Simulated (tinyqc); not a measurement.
Size effects in the resistivity of thin metal films and interconnect lines: one step, computed by the program tinyqc.

Electrons lose their drift at surfaces (a share 1 - p of the hits) and at grain boundaries (reflection R), besides bulk scattering. The line sits in a trench with a non-conducting liner on both walls and the bottom; the spacing equals the drawn width.

Task: Resistance and delay. Total: rho = rho_b [1 + surface excess + grain excess]; resistance per length rho/(w_m h_m); capacitance per length C = 2 k eps_0 (aspect ratio + 1/2), a parallel-plate estimate for two neighbours plus a fixed term for the planes above and below; delay 0.38 R C L^2; effective resistivity per drawn area.

Inputs (values chosen for the exercise, modelled on platinum):
```
quantity,value,unit
bulk resistivity rho_b,10.8,microohm cm
aspect ratio (height over width),1.2,-
line length,250,micrometre
permittivity of the dielectric k,3.9,-
```

Geometry: line.

rho/rho_b from surfaces = 1.474568

rho/rho_b from grains = 1.798179

metal width w_m = 12.2 nm

metal height h_m = 15.9 nm

share of the trench filled by metal = 82.47449 %

Constants: eps_0 = 8.8541878128e-12 F/m.

Give: resistivity rho; resistance per length; capacitance per length; RC delay; effective resistivity per drawn area.

Result:

resistivity rho = 24.546 microohm cm

resistance per length = 1265.4 ohm/micrometre

capacitance per length = 0.11741 fF/micrometre

RC delay = 3528.4 ps

effective resistivity per drawn area = 29.762 microohm cm

Of the factor 2.76 over bulk, scattering gives 2.27 and the liner 1.21; within scattering, grain boundaries outweigh surfaces (0.80 against 0.47, grains first).
